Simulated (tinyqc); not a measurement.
# On-chip interconnect, size-dependent resistivity and RC delay: what changes with what

A rectangular line between two neighbours and two ground planes. Surface and grain-boundary scattering are added to the bulk resistivity as corrections; capacitances are parallel-plate values without fringing; inductance is ignored.

Parameters, values chosen for the exercise; metal values close to those of copper:

| symbol | value | unit | meaning |
|---|---|---|---|
| rho0 | 1.72 | uohm cm | bulk resistivity |
| lam | 40.9 | nm | bulk mean free path |
| ps | 0 |  | specular share of surface scattering |
| Rg | 0.44 |  | reflection coefficient of grain boundaries |
| gr | 1.5 |  | grain size over the metal width |
| wd | 120 | nm | drawn line width |
| AR | 1.7 |  | aspect ratio, height over width |
| tl | 3 | nm | liner on both walls and the bottom, not conducting |
| sp | 140 | nm | space to the neighbouring lines |
| hd | 160 | nm | dielectric height to the planes above and below |
| ek | 3 |  | relative permittivity of the dielectric |
| Mf | 1 |  | Miller factor of the neighbours |
| Lw | 20 | um | line length |
| Rd | 3800 | ohm | driver resistance |
| Cl | 0.16 | fF | load capacitance |
| rho2 | 7.88 | uohm cm | bulk resistivity of the second metal (close to ruthenium) |
| lam2 | 6.56 | nm | mean free path of the second metal |
| tl2 | 0.1 | nm | liner of the second metal |

Constants: eps0 = 8.8541878128e-12 F/m. Results are converted to the units shown.

Each table varies one quantity; the others keep the values above.

## Delay against the aspect ratio

Metal width x = wd - 2 tl, height y = AR wd - tl; grain boundaries (Mayadas-Shatzkes): al = (lam/(gr x)) Rg/(1 - Rg), g = 1/[1 - 3 al/2 + 3 al^2 - 3 al^3 ln(1 + 1/al)] - 1; surfaces (Fuchs-Sondheimer, thick limit): s = (3/8) lam (1 - ps)(1/x + 1/y); rho = rho0 (1 + g + s); r = rho/(x y); c = eps0 ek (2 wd/hd + 2 Mf AR wd/sp). Elmore delay tE = Rd (c Lw + Cl) + r Lw (c Lw/2 + Cl); t50 is the time at which the far end of a ladder of 30 pi sections (half capacitances at both ends, Cl at the far end, a step applied through Rd) reaches half the step; line share r Lw/(Rd + r Lw); estimate 0.69 Rd (c Lw + Cl) + 0.38 r c Lw^2 + 0.69 r Lw Cl.

Result of one run:
```
AR	rho (uohm cm)	r (ohm/um)	c (fF/um)	tE (ps)	t50 (ps)	estimate (ps)	line share of the resistance (%)
4	2.471	0.4545	0.2220	17.50	12.13	12.08	0.2386
```

What becomes of these results when the aspect ratio, height over width AR is changed from 4 to 3.2, all else the same?

Result of the changed run:
```
AR	rho (uohm cm)	r (ohm/um)	c (fF/um)	tE (ps)	t50 (ps)	estimate (ps)	line share of the resistance (%)
3.2	2.485	0.5722	0.1856	14.73	10.21	10.17	0.3002
```

The whole series:
```
AR	rho (uohm cm)	r (ohm/um)	c (fF/um)	tE (ps)	t50 (ps)	estimate (ps)	line share of the resistance (%)
0.8	2.700	2.546	0.07627	6.452	4.477	4.454	1.322
1.2	2.603	1.619	0.09449	7.825	5.427	5.401	0.8451
1.6	2.556	1.186	0.1127	9.204	6.383	6.353	0.6204
2	2.527	0.9354	0.1309	10.59	7.340	7.305	0.4899
2.4	2.509	0.7721	0.1491	11.97	8.298	8.259	0.4047
2.8	2.495	0.6573	0.1673	13.35	9.256	9.213	0.3447
3.2	2.485	0.5722	0.1856	14.73	10.21	10.17	0.3002
3.6	2.477	0.5066	0.2038	16.12	11.17	11.12	0.2659
4	2.471	0.4545	0.2220	17.50	12.13	12.08	0.2386
```

As AR goes from 0.8 to 4, r falls from 2.55 to 0.454 ohm/um, c rises from 0.0763 to 0.222 fF/um and t50 rises from 4.48 to 12.1 ps. t50/tE lies between 0.693 and 0.694, and the estimate is within 0.50 % of t50.

## Two metals against line width

Metal width x = wd - 2 tl, height y = AR wd - tl; grain boundaries (Mayadas-Shatzkes): al = (lam/(gr x)) Rg/(1 - Rg), g = 1/[1 - 3 al/2 + 3 al^2 - 3 al^3 ln(1 + 1/al)] - 1; surfaces (Fuchs-Sondheimer, thick limit): s = (3/8) lam (1 - ps)(1/x + 1/y); rho = rho0 (1 + g + s); r = rho/(x y). The second metal has rho2, lam2 and tl2 in place of rho0, lam and tl; ps, Rg, gr and AR are shared.

Results:
```
wd (nm)	rho, first (uohm cm)	rho, second (uohm cm)	r, first (ohm/um)	r, second (ohm/um)	ratio second/first
8	42.074	16.682	19846	1584.2	0.079823
10	22.587	14.913	4033.4	900.44	0.22325
13	13.987	13.289	1046.1	471.90	0.45109
22	7.2896	11.081	132.44	136.28	1.0290
30	5.4896	10.232	47.653	67.455	1.4155
45	4.0761	9.4515	14.220	27.614	1.9420
70	3.1750	8.8927	4.2766	10.715	2.5055
120	2.5472	8.4721	1.1116	3.4683	3.1200
```

Estimate the missing row, wd = 17 nm.

Computed row:
```
wd (nm)	rho, first (uohm cm)	rho, second (uohm cm)	r, first (ohm/um)	r, second (ohm/um)	ratio second/first
17	9.6941	12.019	340.26	248.40	0.73002
```

With this row back in the table: The resistivity of the first metal falls from 42.1 to 2.55 uohm cm and that of the second goes from 16.7 to 8.47 uohm cm as the line widens. The products rho0 lam, which set the size effect, are 70.3 and 51.7 uohm cm nm. The two resistances cross at wd = 21.5 nm: below it the second metal gives the lower line resistance. For widths well under the mean free path the thick-limit surface term is only a guide.

Numbers from tinyqc (`OMP_NUM_THREADS=1 python tinyqc.py 2100025 2100026 out.jsonl`; about 0.01 s on one thread of a shared Intel Xeon 2.30GHz).
